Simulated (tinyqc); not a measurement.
# Electron-beam lithography: double-Gaussian proximity function, edge placement and dose correction for parallel lines, step by step

A worked calculation. Computed by tinyqc, a small Python program that keeps every step. Command: `OMP_NUM_THREADS=1 python tinyqc.py 3113555 3113556 out.jsonl proximity walk`. One thread of a shared host (Intel(R) Xeon(R) Processor @ 2.30GHz), about 0.01 s of CPU time with the checks. Intermediate numbers are printed to about 6 digits and carried at full precision; extremes and crossings named in words are read from the listed rows.

Lines are infinitely long. Absorbed energy is counted so that the middle of a very large area written at dose 1 receives 1; the resist develops where it exceeds 1/2.

Inputs (values chosen for the exercise, of the order of those for 50 keV electrons in resist on silicon):
```
quantity                              value               unit
forward range alpha                   0.011         micrometre
backscatter range beta                  9.2         micrometre
backscatter ratio eta                  0.68                  -
base dose D0                             69  microcoulomb/cm^2
beam current                           0.42                 nA
pixel size                               10                 nm
width of the test line                 0.28         micrometre
pattern density around the test line   0.39                  -
```

line widths (micrometre): 0.12  0.068  0.11  12

gaps between the lines (micrometre): 0.18  0.11  0.051

Constants: e = 1.602176634e-19 C.

## Layout

The first line starts at x = 0; each next one starts after the width and the gap.

Lines (micrometre):
```
line  left edge  right edge  centre
1         0.000       0.120   0.060
2         0.300       0.368   0.334
3         0.478       0.588   0.533
4         0.639      12.639   6.639
```

## Interaction matrix

f(r) = [exp(-r^2/alpha^2)/alpha^2 + eta exp(-r^2/beta^2)/beta^2]/(pi (1 + eta)). A line from a to b at dose d gives E(x) = d [S(alpha) + eta S(beta)]/(1 + eta), S(s) = [erf((b - x)/s) - erf((a - x)/s)]/2. M_ij is the mean of E at the two edges of line i from line j at dose 1.

M:
```
          1         2         3         4
1  0.300598  0.001686  0.002723  0.177268
2  0.002976  0.299307  0.002729  0.182962
3  0.002971  0.001687  0.300349  0.187048
4  0.001713  0.000984  0.001607  0.486827
```

## Dose correction

Uncorrected edge energies are M 1. Solve M d = 1/2 for the doses d that put the mean edge energy of every line at the threshold.

edge energies at dose 1: 1 0.482275, 2 0.487974, 3 0.492055, 4 0.491130

corrected doses: 1 1.04809, 2 1.02860, 3 1.01464, 4 1.01794

largest over smallest dose = 1.03297

Line 1 needs the most and line 3 the least; a narrow isolated line much wider than alpha would need 1 + eta = 1.68.

## Printed widths

Edges are the roots of E(x) = 1/2 between a line centre and the middle of the next gap. Three cases: dose 1 everywhere; one common dose equal to the mean of d; the corrected doses.

Width error, printed less drawn (nm):
```
line  drawn width (nm)    dose 1  mean dose  corrected
1                  120  -1.16219  -0.290072   5.30e-05
2                   68  -0.78815   0.083234   3.00e-05
3                  110  -0.52055   0.350629   4.90e-05
4                12000  -0.58083   0.289854   1.00e-06
```

With the common mean dose the errors span 0.6 nm. With corrected doses the largest error is below 0.01 nm.

## Dose to size and latitude

A test line of width w << beta in surroundings of density rho, all at dose d: near its edge E(x) = d [S + eta rho]/(1 + eta), S = [erf((b - x)/alpha) - erf((a - x)/alpha)]/2 for edges a and b, the second term being the background energy. Dose to size d_s = (1 + eta)/(erf(w/alpha) + 2 eta rho), dose = d_s D0; edge slope d [1 - exp(-w^2/alpha^2)]/(sqrt(pi) alpha (1 + eta)); width change per 1 % of dose = 2 x 0.01 x (1/2)/slope.

dose to size d_s = 1.09775

dose = 75.7449 microcoulomb/cm^2

edge slope = 0.0335141 1/nm

width change per 1 % of dose = 0.298382 nm

background energy = 0.173288

The background supplies 35 % of the threshold.

## Shot noise and writing time

With dose = d_s D0: electrons per pixel N = dose x pixel area/e; relative noise 1/sqrt(N); time per cm^2 of pattern area = dose x density/current; pixel rate = current/(dose x pixel area).

electrons per pixel = 472.763

shot noise = 4.59916 %

writing time per cm^2 = 19.5374 h

pixel rate = 5.54493 MHz

Checks made by the program: corrected edge energies (relative difference below 1e-10).
